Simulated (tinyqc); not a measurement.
Zener tunnelling in a reverse-biased junction, two-band WKB: one step of the calculation.

Abrupt p-n junction, depletion approximation. Energies E are counted from the conduction-band edge of the neutral n side; its Fermi level lies at dn, that of the p side at dn - V, and the valence-band edge of the neutral p side at Em = dn + dp - V. Tunnelling needs 0 < E < Em. Two-band dispersion with equal masses m: inside the gap kappa = sqrt(m u (1 - u/Eg)/C), u the distance from a band edge, C = hbar^2/(2 m0).

Problem. Current density on a coarse grid. J = KJ exp(-S) Eb times the integral from 0 to Em of [f(E - dn) - f(E - dn + V)] [1 - exp(-min(E, Em - E)/Eb)] dE, f(x) = 1/(1 + exp(x/Vt)), with S and Eb from the mean field; J > 0 flows from p to n. KJ = (2 q^2/h) m/(4 pi C) (times 1e14 for A/cm^2 per eV^2). Simpson's rule on nE equally spaced points from 0 to Em.

Values chosen for this exercise; band and dielectric values close to those of indium phosphide:
```
symbol,value,unit,meaning
T,300,K,temperature
m,0.089,m0,band-edge mass of the two-band model
V,-2,V,bias of the p side
nE,13,,points of the energy grid
```

Constants: q = 1.602176634e-19 C, kB = 1.380649e-23 J/K, hbar = 1.054571817e-34 J s, h = 6.62607015e-34 J s, m0 = 9.1093837015e-31 kg, Vt = kB T/q, hbar^2/(2 m0) = 0.0380998212 eV nm^2. Results are converted to the units shown.

dn = 0.12882690 eV
dp = 0.037255999 eV
S = 18.563533
Eb = 18.180806 meV

Find: E; difference of the f; transverse factor; integral; KJ; J.

Solution.

| point | E (eV) | difference of the f | transverse factor |
|---|---|---|---|
| 0 | 0.000 | -0.007 | 0.000 |
| 1 | 0.181 | -0.881 | 1.000 |
| 2 | 0.361 | -1.000 | 1.000 |
| 3 | 0.542 | -1.000 | 1.000 |
| 4 | 0.722 | -1.000 | 1.000 |
| 5 | 0.903 | -1.000 | 1.000 |
| 6 | 1.083 | -1.000 | 1.000 |
| 7 | 1.264 | -1.000 | 1.000 |
| 8 | 1.444 | -1.000 | 1.000 |
| 9 | 1.625 | -1.000 | 1.000 |
| 10 | 1.805 | -1.000 | 1.000 |
| 11 | 1.986 | -0.996 | 1.000 |
| 12 | 2.166 | -0.191 | 0.000 |

integral = -2.016 eV
KJ = 1.440e9 A/(cm^2 eV^2)
J = -0.4576 A/cm^2

Range of the model: Parabolic densities of states, no band tails and no gap narrowing, all of which matter at such doping.

Computed by the program tinyqc: `OMP_NUM_THREADS=1 python tinyqc.py 2620103 2620104 out.jsonl`, one thread of a shared Intel Xeon 2.30GHz, about 0.02 s for the whole run.
